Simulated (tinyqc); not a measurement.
MOSFET in the linear regime without short-channel effects, parameter extraction from computed curves: one step of the calculation.

Inversion charge Q = Cox n Vt W0(exp((Vg - VT)/(n Vt))), W0 the Lambert function and n = nf; u = Q/Cox; mobility mu = mu0/(1 + th1 u + th2 u^2); channel resistance Rch = (L - dL)/(W mu Q); Id = Vd/(Rch + Rsd/W). Cox = eps0 eox/tox. Small Vd, no channel-length or drain effects.

Task. The Y function. Y_i = Id_i/sqrt(gm_i). For Id = beta Vd x/(1 + th x), x = Vg - VT, Y = sqrt(beta Vd) x whatever th. Slope s from points 5 and 8; VT_Y = Vg - Y/s at point 8; beta = s^2/Vd; mobility beta L/(W Cox) with the drawn L; th* = (beta Vd x/Id - 1)/x at point 8.

Inputs (values chosen for the exercise); channel values of the order met in silicon transistors: relative permittivity of the gate insulator (close to silicon dioxide) eox = 3.9; insulator thickness tox = 2.8 nm; low-field mobility mu0 = 400 cm^2/(V s); second mobility attenuation factor th2 = 0.1 1/V^2; gate width W = 10 um; drawn gate length L = 0.12 um; drawn less effective length dL = 0.005 um; drain voltage Vd = 0.02 V.

Constants: eps0 = 8.8541878128e-14 F/cm where lengths are in cm. Results are converted to the units shown.

```
point  Vg (V)       Id (uA)
0        0.39  6.3930134e-4
1        0.54    0.12421320
2        0.69     13.335662
3        0.84     75.723497
4        0.99     131.42276
5        1.14     170.88073
6        1.29     198.99414
7        1.44     219.58062
8        1.59     235.04773
9        1.74     246.91437
```

gm, point 1 to 8 (uS): [44.450076, 251.99761, 393.62365, 317.19079, 225.23792, 162.33297, 120.17866, 91.112492]

Find: Y; s; VT_Y; beta; mobility from Y; th*.

Result.

Y, point 1 to 8 (uA^0.5 V^0.5): [0.01863, 0.8401, 3.817, 7.379, 11.39, 15.62, 20.03, 24.62]
s = 29.42 uA^0.5 V^-0.5
VT_Y = 0.7530 V
beta = 4.327e4 uA/V^2
mobility from Y = 421.1 cm^2/(V s)
th* = 2.487 1/V

The mobility from Y is 0.88 % above mu0 L/(L - dL) = 417 cm^2/(V s), which it should reach in deep inversion when th2 = 0.

tinyqc, about 0.02 s, one thread, Intel Xeon 2.30GHz (shared host): `OMP_NUM_THREADS=1 python tinyqc.py 2210144 2210145 out.jsonl`
